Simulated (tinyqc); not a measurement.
# Polarisation charge from two barrier thicknesses

Inverse problem. Voff = phiB - dEc - q sigma d/(eps0 eb). Find sigma, phiB - dEc and the thickness at which Voff = 0.

Constants: q = 1.602176634e-19 C, eps0 = 8.8541878128e-14 F/cm where lengths are in cm. Results are converted to the units shown.

Voff at d = 16 and 34 nm (V): -5.8315329  -13.203695
eb = 9.055

Solution. Voff is a straight line in d: its slope is -q sigma/(eps0 eb) and its intercept phiB - dEc.

sigma = 2.05e13 cm^-2
phiB - dEc = 0.722 V
thickness for Voff = 0 = 1.76 nm

Program tinyqc, `OMP_NUM_THREADS=1 python tinyqc.py 2180065 2180066 out.jsonl`; Intel Xeon 2.30GHz, shared host, one thread, about 0.01 s.
